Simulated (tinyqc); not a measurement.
Inside a calculation. Method: Pariser-Parr-Pople SCF with singles CI, for the molecule C=Cc1ccc2c(c1)C=C2 (SMILES; centres numbered as the heavy atoms are written). One step of it, computed by the program tinyqc.

Question. Iteration 1: Fock matrix. F_rr = H_rr + P_rr gamma_rr / 2 + sum_(s != r) P_ss gamma_rs; F_rs = H_rs - P_rs gamma_rs / 2; E = tr P (H + F) / 2 + core repulsion sum_(r<s) z_r z_s gamma_rs.

P at the start, lower triangle:
```
            1C         2C         3C         4C         5C         6C        7C         8C
1C    0.027988
2C    0.099117   0.366502
3C    0.148632   0.630994   1.500923
4C   -0.030244  -0.040337   0.337884   1.353016
5C   -0.085103  -0.262104  -0.174025   0.732374   1.008021
6C    0.036078   0.104294   0.032553  -0.309707   0.500024   1.615301
7C   -0.038365  -0.141055  -0.171736   0.149043  -0.080212   0.063952  1.534426
8C   -0.061981  -0.117323   0.345872  -0.244190   0.082995   0.033407  0.412381   1.508420
9C    0.050039   0.140057   0.060285   0.172045  -0.277189  -0.069804  0.665487  -0.440510
10C   0.077464   0.237112   0.174832  -0.122228  -0.130990   0.502141  0.133636  -0.415373

           9C       10C
9C   0.655624
10C  0.327754  0.429779
```

core matrix H (eV), lower triangle:
```
             1C          2C          3C          4C          5C          6C          7C          8C
1C   -37.790604
2C    -2.390000  -42.369201
3C     0.000000   -2.390000  -47.826157
4C     0.000000    0.000000   -2.390000  -45.998323
5C     0.000000    0.000000    0.000000   -2.390000  -45.315259
6C     0.000000    0.000000    0.000000    0.000000   -2.390000  -47.747088
7C     0.000000    0.000000    0.000000    0.000000    0.000000   -2.390000  -48.081404
8C     0.000000    0.000000   -2.390000    0.000000    0.000000    0.000000   -2.390000  -46.566588
9C     0.000000    0.000000    0.000000    0.000000    0.000000    0.000000   -2.390000    0.000000
10C    0.000000    0.000000    0.000000    0.000000    0.000000   -2.390000    0.000000    0.000000

             9C         10C
9C   -42.612662
10C   -2.390000  -42.449285
```

repulsion gamma_rs (eV), lower triangle:
```
            1C         2C         3C         4C         5C         6C         7C         8C
1C   11.130000
2C    5.344325  11.130000
3C    3.872611   5.346514  11.130000
4C    3.517773   3.872425   5.345581  11.130000
5C    2.621048   2.881042   3.871747   5.344642  11.130000
6C    2.270547   2.620890   3.516678   3.871779   5.345617  11.130000
7C    2.343810   2.881187   3.871779   3.517522   3.872633   5.345581  11.130000
8C    2.881257   3.872803   5.345617   3.872633   3.517491   3.871747   5.344642  11.130000
9C    1.908838   2.257214   2.812921   2.683047   3.099729   4.398668   5.345581   3.601081
10C   1.870394   2.132802   2.682709   2.812921   3.601310   5.345581   4.398668   3.099318

            9C        10C
9C   11.130000
10C   5.345581  11.130000
```

Centres (angstrom, eV; a flat drawing with bonds scaled to 1.40 angstrom):
```
centre          x          y  core charge z          W   gamma_rr
1C       3.583000  -0.173000              1  11.160000  11.130000
2C       2.520000   0.739000              1  11.160000  11.130000
3C       1.200000   0.274000              1  11.160000  11.130000
4C       0.942000  -1.102000              1  11.160000  11.130000
5C      -0.379000  -1.567000              1  11.160000  11.130000
6C      -1.442000  -0.656000              1  11.160000  11.130000
7C      -1.184000   0.720000              1  11.160000  11.130000
8C       0.137000   1.185000              1  11.160000  11.130000
9C      -2.560000   0.978000              1  11.160000  11.130000
10C     -2.818000  -0.398000              1  11.160000  11.130000
```

Give: F; pi energy.

Answer.

F (eV), lower triangle:
```
         1C      2C      3C      4C      5C      6C      7C      8C
1C   -8.796
2C   -2.655  -7.119
3C   -0.288  -4.077  -3.588
4C    0.053   0.078  -3.293  -3.079
5C    0.112   0.378   0.337  -4.347  -2.071
6C   -0.041  -0.137  -0.057   0.600  -3.726  -2.605
7C    0.045   0.203   0.332  -0.262   0.155  -2.561  -1.855
8C    0.089   0.227  -3.314   0.473  -0.146  -0.065  -3.492  -1.715
9C   -0.048  -0.158  -0.085  -0.231   0.430   0.154  -4.169   0.793
10C  -0.072  -0.253  -0.235   0.172   0.236  -3.732  -0.294   0.644

         9C     10C
9C   -4.070
10C  -3.266  -4.197
```

pi energy = -108.765 eV
